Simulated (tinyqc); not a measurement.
What moves the results: trap in a gate oxide as a short-range spherical well. A value that a table varies takes the place of the one given here.

A spherical well of radius R and depth V0 below the conduction edge, one mass m, c = hbar^2/2m0. The s level at binding Et solves k cot(k R) = -kappa with k = sqrt(m (V0 - Et)/c), kappa = sqrt(m Et/c); it exists for V0 > Vc = c (pi/2R)^2/m. Outside, psi falls as exp(-kappa r)/r.

Lucovsky model (delta well, plane-wave final states, no local-field factor): sigma = (32 pi alpha c/(3 n_r m Et)) (x - 1)^(3/2)/x^3, x = h nu/Et, c = hbar^2/2m0; 1 angstrom^2 = 1e-16 cm^2.

Energies from the conduction edge of the channel. The trap level at depth x is E_T = dEc - Et - e Fox x (1 MV/cm = 0.01 eV/angstrom). An electron at the channel edge tunnels with the WKB exponent S = (4/3) sqrt(m/c) [dEc^(3/2) - (dEc - e Fox x)^(3/2)]/(e Fox), c = hbar^2/2m0; tau = t0 exp(S); the occupation is f = 1/(1 + exp((E_T - EF)/kB T)), tau_c = tau/f and tau_e = tau/(1 - f). Lattice relaxation is left out; a level below the channel edge needs phonons as well, so tau is then a lower bound, while a level above it can also empty elastically at its own energy, through a thinner barrier, faster than this tau.

Constants: hbar^2/2m0 = 3.80998211 eV angstrom^2; fine-structure constant alpha = 0.007297352564; kB = 8.617333262e-05 eV/K.

Parameters, chosen for this exercise (near those of SiO2 on 4H SiC; not measured data): R = 2.2 angstrom (radius of the well); m = 0.465 m0 (mass); fV = (1.02, 1.11, 1.31, 1.68, 2.22, 2.82, 6.25) (V0/Vc); n_r = 1.42 (refractive index); xs = (1.11, 1.26, 1.48, 1.78, 2.39, 3.01, 4.53, 7.42) (photon energies h nu/Et); dEc = 2.67 eV (conduction offset to the channel); Fox = 4.8 MV/cm (oxide field, lowering levels away from the channel); t0 = 0.33 x 1e-11 s (time constant at the interface); T = 300 K (temperature); EF = 0.01 eV (Fermi level above the channel edge); ds = (2, 5, 8, 11, 14, 17, 20) angstrom (depths); V0 = 9.26 eV (depth of the well); x = 11 angstrom (depth of the trap).

## From threshold to a deep level

Et against the depth at fixed R; near threshold Et = (pi^2/16)(V0 - Vc)^2/Vc.

Results:
```
V0/Vc  V0 (eV)   Et (eV)  threshold form (eV)  1/kappa (angstrom)  share outside
1.02     4.261  0.001016             0.001031                89.8          0.976
1.11     4.636   0.02886              0.03118                16.8          0.879
1.31     5.472    0.2023               0.2476                 6.4          0.716
1.68     7.017    0.8032                1.191                 3.2          0.524
2.22     9.273     2.069                3.835                 2.0          0.369
2.82    11.779     3.783                8.535                 1.5          0.272
6.25    26.106     15.83                71.02                 0.7          0.097
```

How do the results move?

The threshold form holds to 10 % up to V0/Vc = 1.11 of those listed. There the state is mostly outside the well (98 % in the first row) and knows only Et, which is why a delta-well model works; more than half is inside from V0/Vc = 2.22 on. A second s level would need V0/Vc > 9. From V0/Vc = 6.25 on Et exceeds the gap of the host, about 9 eV, so those rows only show the model.

## Neutral against charged centre

Et = 2.06125 eV

Lucovsky cross-section, its shape relative to the peak, and the shape of a hydrogen-like centre relative to threshold: x^-4 exp(4 - 4 atan(e)/e)/(1 - exp(-2 pi/e)), e = sqrt(x - 1).

Results:
```
x     h nu (eV)  sigma (1e-18 cm^2)  relative to peak  hydrogen-like
1.11      2.288                1.83             0.213          0.756
1.26      2.597                4.54             0.530          0.536
1.48      3.051                7.02             0.821          0.344
1.78      3.669                8.36             0.977          0.206
2.39      4.926                8.22             0.960          0.089
3.01      6.204                7.15             0.836          0.045
4.53      9.337                4.88             0.571          0.013
7.42     15.295                2.73             0.319          0.003
```

What does this show?

The short-range centre starts from zero, reaches half its peak at x = 1.24 and peaks at x = 2; in the last row it still has 32 % of the peak. The Coulomb centre is largest at threshold and is down to 0.3 % there. Reading the peak as the threshold would misplace the level by a factor 2, here 2.06 eV. Rows above the gap, about 9 eV, are hidden by band-to-band absorption.

## Depth of the trap

Each depth has its own level and time; the corner frequency is 1/(2 pi tau).

Results:
```
x (angstrom)  E_T (eV)      S  tau (s)  corner (Hz)      f
2                0.513   2.26  3.2e-11      5.0e+09  0.000
5                0.369   5.58  8.7e-10      1.8e+08  0.000
8                0.225   8.80  2.2e-08      7.3e+06  0.000
11               0.081  11.92  4.9e-07      3.2e+05  0.061
14              -0.063  14.93  1.0e-05      1.6e+04  0.944
17              -0.207  17.84  0.00018      8.6e+02  1.000
20              -0.351  20.64   0.0030           53  1.000
```

What does this show?

tau spans 8.0 decades, one decade for each 2.08 angstrom at the start and 2.47 at the end, where the field has thinned the barrier. Traps spread evenly in depth are thus spread nearly evenly in ln tau; if levels near EF exist at every depth, this sums to 1/f noise and to charging that grows as ln t. With the single Et of this table only depths where f is neither 0 nor 1 contribute. The level crosses EF between 11 and 14 angstrom.

## What each parameter does

Et from the well, then the level and the time. Each row changes one parameter from the base and keeps the others.

Results:
```
case             Et (eV)  E_T (eV)  log10 tau (s)  ln(tau_c/tau_e)
base               2.061     0.081          -6.31              2.7
x = 13 angstrom    2.061    -0.015          -5.43             -1.0
Fox = 5.8 MV/cm    2.061    -0.029          -6.37             -1.5
dEc = 2.46 eV      2.061    -0.129          -6.54             -5.4
m = 0.512 m0       2.427    -0.285          -6.05            -11.4
V0 = 9.72 eV       2.356    -0.214          -6.31             -8.7
T = 350 K          2.061     0.081          -6.31              2.3
EF = 0.06 eV       2.061     0.081          -6.31              0.8
```

What can be read from the table?

The largest shifts from the base row, up to three for each result and ties (the steps differ in size, so this ranks the rows, not the parameters). Et (eV): m +0.365, V0 +0.295; unchanged at the printed digits by x, Fox, dEc, T and EF. E_T (eV): m -0.365, V0 -0.295, dEc -0.210; unchanged at the printed digits by T and EF. log10 tau (s): x +0.88, m +0.26, dEc -0.23; unchanged at the printed digits by V0, T and EF. ln(tau_c/tau_e): m -14.1, V0 -11.4, dEc -8.1.

Program tinyqc; command `OMP_NUM_THREADS=1 python tinyqc.py 1252590 1252591 out.jsonl`; about 0.01 s on one thread of a shared Intel(R) Xeon(R) Processor @ 2.30GHz.
